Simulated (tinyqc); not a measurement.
MOSFET in the linear regime without short-channel effects, parameter extraction from computed curves: two steps of the calculation.

Inversion charge Q = Cox n Vt W0(exp((Vg - VT)/(n Vt))), W0 the Lambert function and n = nf; u = Q/Cox; mobility mu = mu0/(1 + th1 u + th2 u^2); channel resistance Rch = (L - dL)/(W mu Q); Id = Vd/(Rch + Rsd/W). Cox = eps0 eox/tox. Small Vd, no channel-length or drain effects.

Inputs (values chosen for the exercise); channel values of the order met in silicon transistors:
- T = 77 K (temperature)
- eox = 25.6 (relative permittivity of the gate insulator (close to zirconium oxide))
- tox = 16 nm (insulator thickness)
- mu0 = 170 cm^2/(V s) (low-field mobility)
- th1 = 0.17 1/V (first mobility attenuation factor)
- th2 = 0 1/V^2 (second mobility attenuation factor)
- VT = 0.47 V (threshold voltage)
- nf = 1.3 (body factor)
- W = 0.5 um (gate width)
- L = 0.061 um (drawn gate length)
- dL = 0.012 um (drawn less effective length)
- Rsd = 81 ohm um (source plus drain resistance)
- Vd = 0.025 V (drain voltage)

Constants: q = 1.602176634e-19 C, kB = 1.380649e-23 J/K, Vt = kB T/q, eps0 = 8.8541878128e-14 F/cm where lengths are in cm. Results are converted to the units shown.

Task 1. Transfer curve. u, mu, Rch and Id as defined.

Vg, point 0 to 10 (V): 0.31  0.39  0.47  0.55  0.63  0.71  0.79  0.87  0.95  1.03  1.11

Give: u; mu; Rch; Id.

Result 1.

```
point      u (V)  mu (cm^2/(V s))  Rch (ohm)   Id (uA)
0      7.590e-11            170.0   5.362e12  4.663e-9
1       8.090e-7            170.0    5.030e8  4.971e-5
2       0.004892            169.9    8.325e4    0.2997
3        0.06287            168.2       6542     3.729
4         0.1362            166.2       3057     7.767
5         0.2124            164.1       1985     11.64
6         0.2897            162.0       1474     15.28
7         0.3676            160.0       1176     18.68
8         0.4460            158.0      981.6     21.86
9         0.5246            156.1      844.9     24.83
10        0.6034            154.2      743.6     27.61
```

Task 2. Threshold and mobility at the peak transconductance. gm_i = (Id_(i+1) - Id_(i-1))/(Vg_(i+1) - Vg_(i-1)); at the point j of largest gm the tangent meets the axis at V_ext = Vg_j - Id_j/gm_j; field-effect mobility gm_j L/(W Cox Vd) with the drawn L.

```
point  Vg (V)       Id (uA)
0        0.31  4.6628240e-9
1        0.39  4.9705317e-5
2        0.47    0.29972707
3        0.55     3.7291707
4        0.63     7.7666793
5        0.71     11.642551
6        0.79     15.282507
7        0.87     18.684042
8        0.95     21.860406
9        1.03     24.828640
10       1.11     27.606023
```

Give: gm; j; V_ext; field-effect mobility.

Result 2.

gm, point 1 to 9 (uS): 1.8733  23.307  46.668  49.459  46.974  44.009  41.112  38.404  35.910
j = 4
V_ext = 0.47297 V
field-effect mobility = 170.37 cm^2/(V s)

V_ext is 3.0 mV above the model VT, and the mobility so found is 19 % below mu0 L/(L - dL) = 212 cm^2/(V s), the value for the drawn L; attenuation, series resistance and the slow approach of Q to a straight line all lower the peak gm.

Numbers from tinyqc (`OMP_NUM_THREADS=1 python tinyqc.py 2210094 2210095 out.jsonl`; about 0.01 s on one thread of a shared Intel Xeon 2.30GHz).
